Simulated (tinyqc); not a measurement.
Changing the reactive partial pressure P: Berg model of reactive sputtering of a nitride or oxide: poisoning, hysteresis and pumping speed. Computed by tinyqc, a small Python program. Command: `OMP_NUM_THREADS=1 python tinyqc.py 3025261 3025262 out.jsonl berg sweep`. One thread of a shared host (Intel(R) Xeon(R) Processor @ 2.30GHz), about 0.03 s of CPU time with the checks.

A diatomic gas reacts with bare metal on the target and on the collecting surfaces; ions remove metal and compound from the target. theta_t and theta_c are the compound fractions.

Inputs (values chosen for the exercise, close to those used for aluminium nitride):
```
quantity                         value     unit
ion current density J              8.4  mA/cm^2
target area A_t                     50     cm^2
collecting area A_c               3100     cm^2
metal yield Y_m                   0.94        -
compound yield Y_c                0.17        -
sticking coefficient alpha        0.23        -
reactive atoms per metal atom z      1        -
gas mass M                          28        u
pumping speed S                    110      l/s
gas temperature T                  300        K
```

Constants: e = 1.602176634e-19 C; u = 1.6605390666e-27 kg; k_B = 1.380649e-23 J/K.

Method. Ion flux j = J/e; gas flux F = P/sqrt(2 pi M k_B T). Target: (2/z) alpha F (1 - theta_t) = j Y_c theta_t. Sputtered flows F_c = j Y_c theta_t A_t, F_m = j Y_m (1 - theta_t) A_t. Collector: (2/z) alpha F (1 - theta_c) A_c + F_c (1 - theta_c) = F_m theta_c. Gas use Q = alpha F [(1 - theta_t) A_t + (1 - theta_c) A_c] + P S/(k_B T); 1 sccm = 4.4780e17 molecules/s. Rate R = F_m + F_c, given relative to j Y_m A_t.

One run for each value:
```
reactive partial pressure P (Pa)  total flow Q (sccm)  rate relative to clean metal  theta_t  theta_c
5.00e-04                                         1.26                        0.9434   0.0691   0.4756
1.10e-03                                         1.73                        0.8851   0.1403   0.6834
2.30e-03                                         1.96                        0.7916   0.2544   0.8385
5.00e-03                                         1.97                        0.6511   0.4259   0.9360
1.10e-02                                         1.98                        0.4921   0.6201   0.9798
2.30e-02                                         2.37                        0.3665   0.7734   0.9941
5.00e-02                                         3.73                        0.2782   0.8812   0.9986
1.10e-01                                         7.15                        0.2281   0.9423   0.9997
2.30e-01                                        14.20                        0.2042   0.9715   0.9999
5.00e-01                                        30.18                        0.1917   0.9867   1.0000
```

Describe and explain the trends.

Over the rows, total flow Q (sccm) rises from 1.26 to 30.2 (exponent d ln y / d ln x 0.40 between the first rows and 0.97 between the last); rate relative to clean metal falls from 0.943 to 0.192 (exponent d ln y / d ln x between -0.40 and -0.081); theta_t rises from 0.0691 to 0.987 (exponent d ln y / d ln x 0.90 between the first rows and 0.020 between the last). Q rises throughout these rows.

Caution (rows 0.00500): here dQ/dP is negative, a branch that flow control cannot hold.
